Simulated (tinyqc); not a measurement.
Inside a calculation. Method: CISD on RHF in the 3-21g basis, for H2, spin multiplicity 1. One step of it, computed by the program tinyqc.

Problem. CISD: roots. Diagonalise (each vector has its largest component positive (the first on a tie)); all determinants have Ms = 0, so triplets appear too. The lowest singlet root is the correlation energy.

Occupation strings over the orbitals (2 doubly, a alpha, b beta, 0 empty; spin orbitals ordered 1a 1b 2a 2b ...): 2000 ab00 a0b0 a00b ba00 b0a0 b00a 0200 0ab0 0a0b 0ba0 0020 00ab 0b0a 00ba 0002

H - E(HF) between determinants (hartree), lower triangle:
```
,2000,ab00,a0b0,a00b,ba00,b0a0,b00a,0200,0ab0,0a0b,0ba0,0020,00ab,0b0a,00ba,0002
2000,0.000000
ab00,0.000000,0.406337
a0b0,0.000000,0.000000,1.125051
a00b,0.000000,0.058336,0.000000,1.409867
ba00,0.000000,-0.106574,0.000000,0.080423,0.406337
b0a0,0.000000,0.000000,-0.101522,0.000000,0.000000,1.125051
b00a,0.000000,0.080423,0.000000,-0.114261,0.058336,0.000000,1.409867
0200,0.106574,0.000000,0.003057,0.000000,0.000000,-0.003057,0.000000,0.912918
0ab0,0.000000,0.003057,0.000000,-0.117677,0.075910,0.000000,0.081824,0.000000,1.554798
0a0b,-0.080423,0.000000,-0.117677,0.000000,0.000000,0.044796,0.000000,0.127646,0.000000,1.818903
0ba0,0.000000,0.075910,0.000000,0.081824,0.003057,0.000000,-0.117677,0.000000,-0.036132,0.000000,1.554798
0020,0.101522,0.000000,-0.014871,0.000000,0.000000,0.014871,0.000000,0.036132,0.000000,-0.030907,0.000000,2.279909
00ab,0.000000,-0.081824,0.000000,0.039682,0.044796,0.000000,-0.127919,0.000000,-0.030907,0.000000,-0.076643,0.000000,2.557890
0b0a,0.080423,0.000000,0.044796,0.000000,0.000000,-0.117677,0.000000,-0.127646,0.000000,-0.080578,0.000000,0.030907,0.000000,1.818903
00ba,0.000000,0.044796,0.000000,-0.127919,-0.081824,0.000000,0.039682,0.000000,-0.076643,0.000000,-0.030907,0.000000,-0.173429,0.000000,2.557890
0002,0.114261,0.000000,0.127919,0.000000,0.000000,-0.127919,0.000000,0.080578,0.000000,0.029596,0.000000,0.173429,0.000000,-0.029596,0.000000,2.883138
```

Give: lowest roots of this matrix, relative to E(HF); lowest vectors; <S^2> of these roots; weight of the ground state by excitation level 0, 1, 2, ....

Solution.

lowest roots of this matrix, relative to E(HF) (hartree): -0.029  0.275  0.501  0.891  1.016  1.172  1.301  1.340

lowest vectors:
```
,root 1,root 2,root 3,root 4
2000,0.989,0.000,0.000,0.130
ab00,0.000,0.699,0.704,0.000
a0b0,0.010,0.000,0.000,-0.057
a00b,0.000,-0.096,0.019,0.000
ba00,0.000,0.699,-0.704,0.000
b0a0,-0.010,0.000,0.000,0.057
b00a,0.000,-0.096,-0.019,0.000
0200,-0.121,0.000,0.000,0.972
0ab0,0.000,-0.047,0.049,0.000
0a0b,0.050,0.000,0.000,-0.122
0ba0,0.000,-0.047,-0.049,0.000
0020,-0.037,0.000,0.000,-0.037
00ab,0.000,0.006,0.038,0.000
0b0a,-0.050,0.000,0.000,0.122
00ba,0.000,0.006,-0.038,0.000
0002,-0.035,0.000,0.000,-0.033
```

<S^2> of these roots: 0.000  2.000  0.000  0.000  2.000  0.000  2.000  0.000

weight of the ground state by excitation level 0, 1, 2, ...: 0.978  0.000  0.022
